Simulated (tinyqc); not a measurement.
Van der Pauw, Hall and four-point-probe measurements on a doped layer: two steps of the calculation.

A uniform p-type layer with sheet resistance Rs = 1/(q ns mu), point contacts, low field (mu B small).

Values chosen for this exercise: Hall factor rH = 1.1; magnetic field B = 0.55 T; current I = 1000 uA; thickness of the layer t = 1300 nm.

Constants: q = 1.602176634e-19 C. Results are converted to the units shown.

Question 1. New z. The van der Pauw equation exp(-pi RA z) + exp(-pi RB z) = 1 is solved for z = 1/Rs: e1 = exp(-pi RA z), e2 = exp(-pi RB z), f = e1 + e2 - 1, f' = -pi (RA e1 + RB e2), z(new) = z - f/f'.

z after iteration 1 = 14.824486 mS
RA = 1.0602774 ohm
RB = 46.549332 ohm

Give: e1; e2; f; f'; z after iteration 2.

Answer 1.

e1 = 0.9518
e2 = 0.1144
f = 0.06624
f' = -0.01990 kohm
z after iteration 2 = 18.15 mS

Question 2. Sheet density, mobility and bulk values. Rs = 1/z; Hall sheet density B I/(q |VH|); Hall mobility |VH|/(Rs B I); true values ns = rH times the Hall density, mu = Hall mobility/rH; bulk density ns/t, resistivity Rs t; correction factor F = Rs/[(pi/ln 2)(RA + RB)/2].

converged z = 19.065902 mS
VH = 0.22212429 mV
RA = 1.0602774 ohm
RB = 46.549332 ohm

Wanted: Rs; Hall sheet density; Hall mobility; ns; mu; bulk density; resistivity; F.

Answer 2.

Rs = 52.45 ohm/square
Hall sheet density = 1.545e15 cm^-2
Hall mobility = 77.00 cm^2/(V s)
ns = 1.700e15 cm^-2
mu = 70.00 cm^2/(V s)
bulk density = 1.308e19 cm^-3
resistivity = 0.006818 ohm cm
F = 0.4861

Computed by the program tinyqc: `OMP_NUM_THREADS=1 python tinyqc.py 2850119 2850120 out.jsonl`, one thread of a shared Intel Xeon 2.30GHz, about 0.01 s for the whole run.
